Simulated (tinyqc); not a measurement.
The same raw energies corrected as if they came from other cell sizes: formation energy of a charged point defect from supercell energies. Computed by tinyqc, a small Python program. Command: `OMP_NUM_THREADS=1 python tinyqc.py 3030505 3030506 out.jsonl formation sweep`. One thread of a shared host (Intel(R) Xeon(R) Processor @ 2.30GHz), about 0.01 s of CPU time with the checks.

The host is a compound AB. Making the defect adds n_A = 0, n_B = -1 atoms to the cell. All total energies are inputs. E_F is counted from the valence-band maximum (VBM); x = 0 is A-rich and x = 1 B-rich growth.

Inputs (values chosen for the exercise, with gap and screening modelled on ZnSe):

| quantity | value | unit |
|---|---|---|
| gap E_g | 2.68 | eV |
| E_VBM of the host cell | 2.705 | eV |
| potential alignment dV | -0.11 | eV |
| dielectric constant eps | 8.89 | - |
| mu_B of the pure element | -5.641 | eV |
| formation enthalpy dH of AB | -1.7 | eV |
| growth condition x | 0.47 | - |
| Fermi level E_F | 0.601 | eV |
| temperature T | 800 | K |
| site density N_s | 4.3e+22 | cm^-3 |

Defect: vacancy of B. Supercell lattice: fcc.

charge states q: 0  -1  -2

E(defect, q) - E(host), in the order of q (eV): 9.823  13.567  16.229

Constants: e^2/(4 pi eps_0) = 14.39964548 eV angstrom; k_B = 8.617333262e-05 eV/K.

Method:
- dmu_A = x dH and dmu_B = (1 - x) dH, so that dmu_A + dmu_B = dH; mu = mu(element) + dmu.
- The reservoir term is sum n_i mu_i.
- Image-charge correction of a point charge in a neutralising background: E_corr = q^2 alpha e^2/(4 pi eps_0) / (2 eps L), alpha = 2.888282 for a fcc array with L the cube root of the volume.
- E_f(q, E_F) = [E(defect, q) - E(host)] - sum n_i mu_i + q (E_VBM + dV + E_F) + E_corr(q).
- eps(q/q-1) = E_f(q - 1, 0) - E_f(q, 0).
- E_f(q, E_F) = E_f(q, 0) + q E_F.
- c_q = N_s exp(-E_f(q, E_F)/k_B T), with all degeneracy factors one and no vibrational entropy.

One run for each value:

| cell length L (angstrom) | level (0/-1) (eV) | level (-1/-2) (eV) | lowest formation energy (eV) |
|---|---|---|---|
| 8 | 1.4414 | 0.94418 | 3.281 |
| 11 | 1.3617 | 0.70495 | 3.281 |
| 14 | 1.3161 | 0.56825 | 3.281 |
| 17 | 1.2866 | 0.47979 | 3.281 |
| 21 | 1.2604 | 0.40117 | 3.281 |
| 24 | 1.2465 | 0.35939 | 3.281 |
| 27 | 1.2356 | 0.32691 | 3.281 |
| 30 | 1.2270 | 0.30092 | 3.281 |

Over the rows, level (0/-1) (eV) falls from 1.44 to 1.23 (exponent d ln y / d ln x -0.18 between the first rows and -0.067 between the last); level (-1/-2) (eV) falls from 0.944 to 0.301 (exponent d ln y / d ln x -0.92 between the first rows and -0.79 between the last); lowest formation energy (eV) does not change. The correction falls as 1/L, so the levels tend to their raw, aligned values.

Caution (rows 8.00, 11.0): the largest image-charge correction in these energies, q^2 alpha e^2/(8 pi eps_0 eps L) with alpha = 2.888282, exceeds a quarter of the gap; the point-charge term alone is then a rough estimate, usually too large for a charge that is spread out. Caution (all rows): the one-electron levels are out of order (negative U): at least one middle charge state is skipped, and the transition past it moves two or more electrons at once.

Extremes, crossings and ranges named in words are read from the listed rows.
